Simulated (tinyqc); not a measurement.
From the Foster terms back to the ladder.

Question. A two-node ladder (R1 between the nodes, R2 to ambient, C1 and C2 to ambient) has Z(t) = r_1 (1 - exp(-t/tau_1)) + r_2 (1 - exp(-t/tau_2)) at node 1. Find C1, R1, R2 and C2.

tau_1, tau_2 (ms): [0.58601591, 2.4084841]
r_1, r_2 (K/W): [0.68662654, 0.88337346]

Solution. The initial slope gives 1/C1 = sum r/tau, the initial curvature 1/(R1 C1^2) = sum r/tau^2, the final value R1 + R2 = sum r, and the determinant tau_1 tau_2 = R1 R2 C1 C2.

C1 = 0.650 mJ/K
R1 = 1.10 K/W
R2 = 0.470 K/W
C2 = 4.20 mJ/K

Numbers from tinyqc (`OMP_NUM_THREADS=1 python tinyqc.py 2520119 2520120 out.jsonl`; about 0.01 s on one thread of a shared Intel Xeon 2.30GHz).
